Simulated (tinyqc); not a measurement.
Across the tunnelling window: band-to-band tunnelling across a p-n junction in a two-band chain.

Sites alternate A at -Eg/2 and C at +Eg/2 with hopping -t; near the edges, with k counted from the zone boundary pi/a, E^2 = (Eg/2)^2 + (t a k)^2, so t = sqrt(c Eg/m)/a gives the mass m, c = hbar^2/2m0. In the gap cosh(q a) = 1 + (Eg^2/4 - e^2)/(2 t^2), e the energy from the local mid-gap. The potential is V0 = Eg + ov on the p side (left), 0 on the n side, and falls linearly over the 2N sites of the junction, V_j = V0 (1 - j/(2N + 1)), j = 1 to 2N, site 1 being A. E = Eg/2 + x ov. A half chain that ends on a site of level e1 with neighbour e2 has g = (1 + z)/(E - e1), z = exp(-/+ i k a) the root with Im g < 0, cos(k a) = (E - e1)(E - e2)/(2 t^2) - 1. S_L = t^2 g (ending on C, shifted by V0), S_R = t^2 g (starting on A). T = 4 Im(S_L) Im(S_R) |G_(1,2N)|^2.

Constants: hbar^2/2m0 = 3.80998211 eV angstrom^2; e^2/h = 3.874045865e-05 S.

Values chosen for the exercise (gap and mass near those of InGaAs; shifted at random, so the results belong to these values and not to a real crystal): Eg = 0.759 eV (gap); m = 0.0449 m0 (mass of electron and light hole); a = 4 angstrom (period (two sites)); ov = 0.2 eV (overlap: top of the valence band on the p side above the conduction edge on the n side); Nw = 30 (periods in the junction).

N = Nw. The mean of T over the window uses 12 Gauss-Legendre points in x; the current of one channel with both spins, all states in the window full on the p side and empty on the n side, is (2e^2/h) <T> ov. WKB: exp(-2 I/F), I = pi Eg^2/(8 t a), F = V0/((2N + 1) a/2).

Against energy:
```
x     E (eV)         T  T over WKB
0.02  0.3835  0.000462       0.602
0.10  0.3995  0.000924       1.204
0.20  0.4195   0.00115       1.499
0.35  0.4495   0.00128       1.673
0.50  0.4795   0.00132       1.715
0.65  0.5095   0.00128       1.673
0.80  0.5395   0.00115       1.499
0.90  0.5595  0.000924       1.204
0.98  0.5755  0.000462       0.602
```

mean T = 0.00110
current = 0.0171 microampere

WKB gives one value for the whole window, since the path through the gap is the same. The chain is symmetric about x = 0.5, where it gives 1.72 times WKB; among these rows it is largest at x = 0.5 (1.72), and it has 0.60 at x = 0.02 on its way to zero at the ends, where the velocity in one lead vanishes. The variation comes from the reflections where the field begins and ends, whose distance from the turning points changes with x.

Computed by tinyqc, a small Python program: `OMP_NUM_THREADS=1 python tinyqc.py 1480882 1480883 out.jsonl` (the numbers bound the seed that draws the inputs); one thread of a shared host (Intel(R) Xeon(R) Processor @ 2.30GHz), about 0.01 s for the whole set of steps.
